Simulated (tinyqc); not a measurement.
Permittivity and interlayer from two capacitances.

Question. A two-layer stack has Cox = eps0/(t1/e1 + t2/e2) and EOT = 3.9 eps0/Cox. Find e2, the EOT of layer 1 and, with e1 given, t1.

Values chosen for this exercise:
```
symbol,value,unit,meaning
e1,8.96,,relative permittivity of layer 1
```

Constants: eps0 = 8.8541878128e-14 F/cm where lengths are in cm. Results are converted to the units shown.

Cox at t2 = 2.5 and 8.9 nm (uF/cm^2): [4.5973928, 1.9372288]

Answer. EOT is linear in t2 with slope 3.9/e2, and its intercept is the EOT of layer 1.

e2 = 24.2
EOT of layer 1 = 0.348 nm
t1 = 0.800 nm

tinyqc, about 0.01 s, one thread, Intel Xeon 2.30GHz (shared host): `OMP_NUM_THREADS=1 python tinyqc.py 2010070 2010071 out.jsonl`
